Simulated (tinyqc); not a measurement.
Polar nitride quantum well with polarisation fields, step by step. Values are carried at full precision from step to step, so a last printed digit may differ when a step is redone from the rounded ones.

Growth along [0001]. e_par = (a_sub - a)/a, Ppz = 2 e_par (e31 - e33 C13/C33), P = Psp + Ppz in each layer; strain relaxation and the strain shift of the gaps are left out, although thick layers with more than about 1 % mismatch would relax.

Constants: hbar^2/2m0 = 3.80998211 eV angstrom^2; hc = 1239.841984 eV nm.

Values chosen for the exercise (near those of an InGaN well in GaN; the results hold for these values, not for the real material): a_w = 3.296 angstrom (lattice constant a, well); a_b = 3.189 angstrom (lattice constant a, barrier); a_sub = 3.189 angstrom (in-plane lattice constant of the stack); Psp_w = -0.0293 C/m^2 (spontaneous polarisation); Psp_b = -0.0342 C/m^2 (spontaneous polarisation); e31_w = -0.355 C/m^2; e31_b = -0.355 C/m^2; e33_w = 0.709 C/m^2; e33_b = 0.669 C/m^2; C_w = 0.289 (C13/C33); C_b = 0.272 (C13/C33); Lw = 37 angstrom (well width); Lb = 40 angstrom (barrier width); eps_w = 11.5 (dielectric constant); eps_b = 10.1 (dielectric constant); Eg = 2.321 eV (gap of the well); Vc = 0.761 eV (conduction offset); Vv = 0.358 eV (valence offset); me = 0.161 m0 (electron, well); meb = 0.2 m0 (electron, barrier); mh = 1.52 m0 (hole, everywhere).

## Strain and polarisation

Give strain and polarisation of well and barrier; the bound sheet charge is |P_w - P_b|/e with e = 1.602176634e-19 C.

Layers:

| layer | e_par | Ppz (C/m^2) | P (C/m^2) |
|---|---|---|---|
| well | -0.03246 | 0.03635 | 0.00705 |
| barrier | 0.00000 | 0.00000 | -0.03420 |

sheet charge = 2.575 x 1e13/cm^2

Of P_w - P_b = +0.0413 C/m^2 the piezoelectric part gives +0.0364 and the spontaneous part +0.0049.

## Built-in fields

In a periodic stack without free charge the potential drop over a period vanishes: F_w = (P_b - P_w) Lb/(eps0 (eps_w Lb + eps_b Lw)), F_b = -F_w Lw/Lb, eps0 = 8.8541878e-12 F/m; 1 MV/cm = 1e8 V/m = 0.01 V/angstrom.

Give both fields and the drop |F_w| Lw across the well.

F_w = -2.235 MV/cm
F_b = 2.068 MV/cm
drop = 0.827 eV

## Levels with and without the field

Envelope functions on cells of 0.25 angstrom over barrier, well, barrier (widths Lb, Lw, Lb), psi = 0 beyond, psi'/m continuous (mean mass between points), c = hbar^2/2m0. With u(z) the integral of e F (F_w in the well, F_b = -F_w Lw/Lb in the barriers, 1 MV/cm = 0.01 V/angstrom), zero at the centre of the well, the electron sees u plus Vc in the barriers and the hole -u plus Vv. The transition is Eg + E_e + E_h; excitons are left out.

Ground states of electron and hole, their centres, the squared overlap, the transition and its wavelength hc/E.

Results:

| case | E_e (eV) | E_h (eV) | <z>_e | <z>_h | overlap^2 | E (eV) | nm |
|---|---|---|---|---|---|---|---|
| no field | 0.0950 | 0.0138 | 0.0 | 0.0 | 0.977 | 2.4298 | 510.3 |
| built-in field | -0.0196 | -0.2232 | 9.3 | -14.0 | 0.0304 | 2.0782 | 596.6 |

The field shifts the line by -352 meV, below the gap of the well material, pulls the carriers 23.3 angstrom apart and, with the rate proportional to overlap^2, lengthens the radiative lifetime by a factor 32.1.

## Estimate from two triangular wells

For a strong field: E = Eg - |e F_w| Lw + a0 (c (e F_w)^2)^(1/3) (me^(-1/3) + mh^(-1/3)), a0 = 2.338107, hard walls, c = hbar^2/2m0, 1 MV/cm = 0.01 V/angstrom.

electron term = 0.5327 eV
hole term = 0.2520 eV
E = 2.2786 eV

Both terms lie below the drop across the well, but the estimate also takes the near wall as infinitely high. Against the grid result 2.0782 eV the estimate errs by +200 meV: +139 from the electron and +62 from the hole, since hard walls stand in for offsets of 0.761 and 0.358 eV into which the carriers leak.

## Checks

- Electron level without field against the matching condition of the square well, eV: both 0.095.

tinyqc: `OMP_NUM_THREADS=1 python tinyqc.py 1280293 1280294 out.jsonl`; about 0.07 s, one thread, shared Intel(R) Xeon(R) Processor @ 2.30GHz.
